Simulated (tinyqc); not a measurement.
Inside a calculation. Method: CCSD on RHF in the 3-21g basis, for He, spin multiplicity 1. One step of it, computed by the program tinyqc.

Problem. Iteration 8 (converged): orbitals. Diagonalise F' = X^T F X, C = X C', fill 1 alpha and 1 beta electrons from the bottom; D = 2 C_occ C_occ^T. Each column has its largest component positive (the first on a tie).

converged F (hartree):
```
           1He 1s     1He 2s
1He 1s  -0.070801  -1.118003
1He 2s  -1.118003  -0.499364
```

X:
```
           1He 1s     1He 2s
1He 1s   1.181761  -0.390007
1He 2s  -0.390007   1.181761
```

Give: F' = X^T F X; orbital energies; coefficients C; D after iteration 8.

Solution.

F' = X^T F X (hartree):
```
         1        2
1   0.8557  -1.4686
2  -1.4686   0.3224
```

orbital energies (hartree): MO1 -0.9036, MO2 2.0817

coefficients C:
```
           MO1      MO2
1He 1s  0.4579   1.1571
1He 2s  0.6573  -1.0567
```

D after iteration 8:
```
        1He 1s  1He 2s
1He 1s  0.4194  0.6020
1He 2s  0.6020  0.8640
```
